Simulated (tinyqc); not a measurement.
Elastic strain and critical thickness of a cubic alloy layer A(1-x)B(x) on a thick substrate. Changing the layer thickness h. Computed by tinyqc, a small Python program. Command: `OMP_NUM_THREADS=1 python tinyqc.py 3019496 3019497 out.jsonl misfit sweep`. One thread of a shared host (Intel(R) Xeon(R) Processor @ 2.30GHz), about 0.01 s of CPU time with the checks.

Strain is positive in tension. The layer is coherent with the substrate unless said otherwise.

Inputs (values chosen for the exercise, modelled on GaAs(1-x)P(x) on GaAs):
```
quantity                        value      unit
fraction x of B                  0.22         -
lattice constant a_A            5.653  angstrom
lattice constant a_B            5.451  angstrom
substrate lattice constant a_S  5.653  angstrom
start of the iteration h0/b       100         -
```

Growth plane: (001). Layer: buried under a thick cap. Misfit dislocation: 60-degree.

C11, C12, C44 of A (GPa): 118.5  53.66  58.63

C11, C12, C44 of B (GPa): 142  62.27  71.05

Method:
- a = (1 - x) a_A + x a_B, the same rule for each C_ij; misfit f = (a_S - a)/a, the in-plane strain of the coherent layer.
- (001): D = 2 C12/C11, M = C11 + C12 - 2 C12^2/C11. The free surface carries no normal stress, so e_perp = -D f; dV/V = 2 f + e_perp; stress = M f; energy per area = M f^2 h (1 GPa nm = 1 J/m^2).
- Voigt averages: G = (C11 - C12 + 3 C44)/5, B = (C11 + 2 C12)/3, nu = (3 B - 2 G)/(2 (3 B + G)); b = a/sqrt(2). The 60-degree dislocation has cos alpha = 1/2, and cos lambda = 1/2 on (001).
- Matthews-Blakeslee: h_c = A [ln(h_c/b) + 1], A = b (1 - nu cos^2 alpha)/(4 pi |f| (1 + nu) cos lambda), the factor 4 pi being that of a buried layer, with a dislocation at both interfaces.
- Start at h0, put the right side back in, and stop when the change is below 1e-9 h or h turns negative.
- For h > h_c the same force balance gives the strain left, |e| = |f| A [ln(h/b) + 1]/h, and below h_c e = f; relaxation = 1 - e/f; dislocations per length across each line direction = (|f| - |e|)/(b cos lambda).

One run for each value; columns: (1) layer thickness h (nm); (2) strain left e; (3) relaxation (%); (4) dislocation line density (1/micrometre); (5) strain energy per area (J/m^2):
```
(1)         (2)     (3)     (4)         (5)
2     0.0079236   0.000   0.000  1.6237e-02
4.3   0.0079236   0.000   0.000  3.4910e-02
9.3   0.0079236   0.000   0.000  7.5504e-02
20    0.0079236   0.000   0.000  1.6237e-01
43    0.0063631  19.695   7.870  3.4910e-01
93    0.0033412  57.832  23.109  7.5504e-01
200   0.0017379  78.067  31.195  1.6237e+00
430   0.0008940  88.718  35.451  3.4910e+00
930   0.0004533  94.280  37.673  7.5504e+00
2000  0.0002292  97.108  38.803  1.6237e+01
```

What does the table show, and why?

Over the rows, strain left e falls from 0.00792 to 2.29e-4, flat over part of the range; relaxation (%) rises from 0 to 97.1, flat over part of the range; dislocation line density (1/micrometre) rises from 0 to 38.8, flat over part of the range. At the low end the exponent of strain left e is 0.00, close to 0: the layer is still coherent. The exponent of strain energy per area stays at 1: the energy density is uniform. Relaxation sets in between 20.0 and 43.0 nm, and reaches 97.1 % at the largest thickness. The energy column is that of the coherent layer. Real layers relax later, as dislocations must nucleate and glide.

Extremes, crossings and ranges named in words are read from the listed rows.
